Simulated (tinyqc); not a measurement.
# On-chip interconnect, size-dependent resistivity and RC delay: effects of single changes

A rectangular line between two neighbours and two ground planes. Surface and grain-boundary scattering are added to the bulk resistivity as corrections; capacitances are parallel-plate values without fringing; inductance is ignored.

Values chosen for this exercise; metal values close to those of copper: bulk resistivity rho0 = 1.72 uohm cm; bulk mean free path lam = 40.4 nm; specular share of surface scattering ps = 0; reflection coefficient of grain boundaries Rg = 0.47; grain size over the metal width gr = 1; drawn line width wd = 85 nm; aspect ratio, height over width AR = 1.9; liner on both walls and the bottom, not conducting tl = 2.6 nm; space to the neighbouring lines sp = 85 nm; dielectric height to the planes above and below hd = 200 nm; relative permittivity of the dielectric ek = 3.9; Miller factor of the neighbours Mf = 0; line length Lw = 31 um; driver resistance Rd = 510 ohm; load capacitance Cl = 1 fF; bulk resistivity of the second metal (close to ruthenium) rho2 = 7.77 uohm cm; mean free path of the second metal lam2 = 6.79 nm; liner of the second metal tl2 = 0.5 nm.

Constants: eps0 = 8.8541878128e-12 F/m. Results are converted to the units shown.

Each table varies one quantity; the others keep the values above.

## Delay against the space to the neighbouring lines

Metal width x = wd - 2 tl, height y = AR wd - tl; grain boundaries (Mayadas-Shatzkes): al = (lam/(gr x)) Rg/(1 - Rg), g = 1/[1 - 3 al/2 + 3 al^2 - 3 al^3 ln(1 + 1/al)] - 1; surfaces (Fuchs-Sondheimer, thick limit): s = (3/8) lam (1 - ps)(1/x + 1/y); rho = rho0 (1 + g + s); r = rho/(x y); c = eps0 ek (2 wd/hd + 2 Mf AR wd/sp). Elmore delay tE = Rd (c Lw + Cl) + r Lw (c Lw/2 + Cl); t50 is the time at which the far end of a ladder of 30 pi sections (half capacitances at both ends, Cl at the far end, a step applied through Rd) reaches half the step; line share r Lw/(Rd + r Lw); estimate 0.69 Rd (c Lw + Cl) + 0.38 r c Lw^2 + 0.69 r Lw Cl.

Delay against the space to the neighbouring lines:

| sp (nm) | rho (uohm cm) | r (ohm/um) | c (fF/um) | tE (ps) | t50 (ps) | estimate (ps) | line share of the resistance (%) |
|---|---|---|---|---|---|---|---|
| 42 | 3.296 | 2.599 | 0.02935 | 1.091 | 0.7639 | 0.7555 | 13.64 |
| 59 | 3.296 | 2.599 | 0.02935 | 1.091 | 0.7639 | 0.7555 | 13.64 |
| 82 | 3.296 | 2.599 | 0.02935 | 1.091 | 0.7639 | 0.7555 | 13.64 |
| 110 | 3.296 | 2.599 | 0.02935 | 1.091 | 0.7639 | 0.7555 | 13.64 |
| 160 | 3.296 | 2.599 | 0.02935 | 1.091 | 0.7639 | 0.7555 | 13.64 |
| 220 | 3.296 | 2.599 | 0.02935 | 1.091 | 0.7639 | 0.7555 | 13.64 |
| 310 | 3.296 | 2.599 | 0.02935 | 1.091 | 0.7639 | 0.7555 | 13.64 |
| 420 | 3.296 | 2.599 | 0.02935 | 1.091 | 0.7639 | 0.7555 | 13.64 |

What does the comparison show?

As sp goes from 42 to 420, r stays at 2.60 ohm/um, c stays at 0.0294 fF/um and t50 stays at 0.764 ps. t50/tE stays at 0.700, and the estimate is within 1.1 % of t50.

## Two metals against line width

Metal width x = wd - 2 tl, height y = AR wd - tl; grain boundaries (Mayadas-Shatzkes): al = (lam/(gr x)) Rg/(1 - Rg), g = 1/[1 - 3 al/2 + 3 al^2 - 3 al^3 ln(1 + 1/al)] - 1; surfaces (Fuchs-Sondheimer, thick limit): s = (3/8) lam (1 - ps)(1/x + 1/y); rho = rho0 (1 + g + s); r = rho/(x y). The second metal has rho2, lam2 and tl2 in place of rho0, lam and tl; ps, Rg, gr and AR are shared.

Result of one run:

| wd (nm) | rho, first (uohm cm) | rho, second (uohm cm) | r, first (ohm/um) | r, second (ohm/um) | ratio second/first |
|---|---|---|---|---|---|
| 22 | 8.919 | 12.36 | 135.4 | 142.5 | 1.052 |

What becomes of these results when the drawn line width wd is changed from 22 to 70 nm, all else the same?

Result of the changed run:

| wd (nm) | rho, first (uohm cm) | rho, second (uohm cm) | r, first (ohm/um) | r, second (ohm/um) | ratio second/first |
|---|---|---|---|---|---|
| 70 | 3.651 | 9.197 | 4.321 | 10.06 | 2.328 |

The whole series:

| wd (nm) | rho, first (uohm cm) | rho, second (uohm cm) | r, first (ohm/um) | r, second (ohm/um) | ratio second/first |
|---|---|---|---|---|---|
| 8 | 42.55 | 21.18 | 1.206e4 | 2059 | 0.1707 |
| 10 | 25.96 | 18.27 | 3298 | 1097 | 0.3327 |
| 13 | 16.88 | 15.70 | 979.0 | 540.6 | 0.5522 |
| 17 | 11.87 | 13.76 | 338.6 | 270.4 | 0.7985 |
| 22 | 8.919 | 12.36 | 135.4 | 142.5 | 1.052 |
| 30 | 6.648 | 11.12 | 49.27 | 67.84 | 1.377 |
| 45 | 4.827 | 9.992 | 14.63 | 26.72 | 1.826 |
| 70 | 3.651 | 9.197 | 4.321 | 10.06 | 2.328 |
| 120 | 2.824 | 8.603 | 1.091 | 3.178 | 2.911 |

The resistivity of the first metal falls from 42.5 to 2.82 uohm cm and that of the second goes from 21.2 to 8.60 uohm cm as the line widens. The products rho0 lam, which set the size effect, are 69.5 and 52.8 uohm cm nm. The two resistances cross at wd = 20.9 nm: below it the second metal gives the lower line resistance. For widths well under the mean free path the thick-limit surface term is only a guide.

Program tinyqc, `OMP_NUM_THREADS=1 python tinyqc.py 2100007 2100008 out.jsonl`; Intel Xeon 2.30GHz, shared host, one thread, about 0.01 s.
